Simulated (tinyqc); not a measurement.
# Lossy on-chip transmission line with skin effect: effect of the width of the strip

A uniform line in a homogeneous dielectric: c = sqrt(er)/(c0 Z0), l = Z0 sqrt(er)/c0 (c0 = 299792458 m/s), g = w c td, w = 2 pi f. The resistance joins its limits as r = sqrt(r_dc^2 + r_hf^2), with r_dc = rho/(wd th), r_hf = kr rho/(2 delta (wd + th)), delta = sqrt(rho/(pi f mu0)), mu0 = 4 pi 1e-7 H/m; this is an interpolation, and internal inductance, up to 0.05 nH/mm at low frequency, is neglected.

gamma = sqrt((r + i w l)(g + i w c)) = alpha + i beta, Zc = sqrt((r + i w l)/(g + i w c)), roots with positive real part; loss 8.685889638 alpha in dB; phase velocity w/beta. ZL = 1/(1/RL + i w CL); reflection (ZL - Zc)/(ZL + Zc); Zin = Zc (ZL + Zc tanh(gamma len))/(Zc + ZL tanh(gamma len)); H = V_load/V_source = [Zin/(Zin + Rg)]/[cosh(gamma len) + (Zc/ZL) sinh(gamma len)]. Z0 is held fixed by scaling the dielectric height.

Values chosen for this exercise:
- th = 0.53 um (thickness of the strip)
- rho = 1.8 uohm cm (resistivity)
- er = 3.9 (relative permittivity)
- td = 0 (loss tangent)
- Z0 = 75 ohm (lossless impedance sqrt(l/c))
- kr = 1.5 (factor for crowding and the return path)
- len = 2.7 mm (length)
- Rg = 25 ohm (source resistance)
- RL = 1000 ohm (load resistance)
- CL = 100 fF (load capacitance)
- f = 1 GHz (frequency)

Result of one run:

| r (ohm/mm) | r/(w l) | loss (dB/mm) | \|Zc\| (ohm) | phase velocity over c0 | length in wavelengths | \|H\| (dB) |
|---|---|---|---|---|---|---|
| 31.12 | 10.02 | 0.7658 | 238.0 | 0.2152 | 0.04185 | -0.8917 |

Which width of the strip wd gave this result: 0.72, 1.1, 2.8 or 17 um?

wd = 1.1 um.

The whole series:

| wd (um) | r (ohm/mm) | r/(w l) | loss (dB/mm) | \|Zc\| (ohm) | phase velocity over c0 | length in wavelengths | \|H\| (dB) |
|---|---|---|---|---|---|---|---|
| 0.72 | 47.44 | 15.28 | 0.9618 | 293.5 | 0.1773 | 0.05080 | -1.288 |
| 1.1 | 31.12 | 10.02 | 0.7658 | 238.0 | 0.2152 | 0.04185 | -0.8917 |
| 1.8 | 19.06 | 6.141 | 0.5809 | 187.1 | 0.2665 | 0.03380 | -0.5972 |
| 2.8 | 12.28 | 3.955 | 0.4461 | 151.5 | 0.3177 | 0.02834 | -0.4312 |
| 4.5 | 7.651 | 2.465 | 0.3275 | 122.3 | 0.3743 | 0.02406 | -0.3180 |
| 7 | 4.924 | 1.586 | 0.2378 | 102.7 | 0.4223 | 0.02132 | -0.2513 |
| 11 | 3.136 | 1.010 | 0.1650 | 89.42 | 0.4602 | 0.01957 | -0.2076 |
| 17 | 2.030 | 0.6540 | 0.1122 | 81.98 | 0.4834 | 0.01863 | -0.1806 |

As wd goes from 0.72 to 17, the loss falls from 0.962 to 0.112 dB/mm, |Zc| falls from 294 to 82.0 ohm and |H| goes from -1.29 to -0.181 dB, with its highest value among the rows, -0.181 dB, at wd = 17.

tinyqc, about 0.01 s, one thread, Intel Xeon 2.30GHz (shared host): `OMP_NUM_THREADS=1 python tinyqc.py 2810121 2810122 out.jsonl`
